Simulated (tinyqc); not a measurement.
From results to parameters: two-site tight-binding chain. Computed by the program tinyqc.

Problem. A two-site chain has site energies +delta (A) and -delta (B) and hoppings t1 > t2 > 0, so E = +/- sqrt(delta^2 + |t1 + t2 exp(-ika)|^2). Find delta, t1 and t2.

upper band at k = 0 = 4.355066 eV
upper band at the zone edge = 0.817435 eV
weight of the upper band on site A at the zone edge = 0.628451

Solution. The weight on A is (1 + delta/E)/2, which gives delta; then t1 + t2 = sqrt(E(0)^2 - delta^2) and t1 - t2 = sqrt(E(edge)^2 - delta^2).

delta, t1, t2 (eV): 0.2100  2.5700  1.7800
